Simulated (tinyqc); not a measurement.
Stretching the bonds: Weaire-Thorpe hybrids on a Bethe lattice: gap and dangling bond of an amorphous tetrahedral solid.

Inputs chosen for the exercise (out of a larger set: of the size of tabulated hybrid energies for amorphous silicon; not measured data): V1 = 1.82 eV (coupling of two hybrids on one atom); V2 = 4.26 eV (coupling of the two hybrids of a bond).

V2 is scaled as (d0/d)^2 and V1 stays. Bound 2 V2 - 4 V1; tree V2 - 2 V1 + sqrt(V2^2 + 4 V1^2 - 2 sqrt3 V1 V2); a negative bound means that a network with rings may have no gap.

Against d/d0:
```
d/d0,V2 (eV),V2/V1,bound (eV),tree (eV)
0.96,4.622,2.540,1.965,3.322
0.98,4.436,2.437,1.591,3.023
1.00,4.260,2.341,1.240,2.751
1.02,4.095,2.250,0.909,2.504
1.04,3.939,2.164,0.597,2.281
1.07,3.721,2.044,0.162,1.988
1.10,3.521,1.934,-0.239,1.738
1.15,3.221,1.770,-0.838,1.402
```

The bound falls by 171 meV for each per cent of stretch near d0 and vanishes at d/d0 = 1.082, inside the table. Weak, stretched bonds therefore put states closest to the edges, one origin of band tails.

(tinyqc, `OMP_NUM_THREADS=1 python tinyqc.py 1451603 1451604 out.jsonl`, Intel(R) Xeon(R) Processor @ 2.30GHz, 1 thread, shared host, about 0.02 s.)
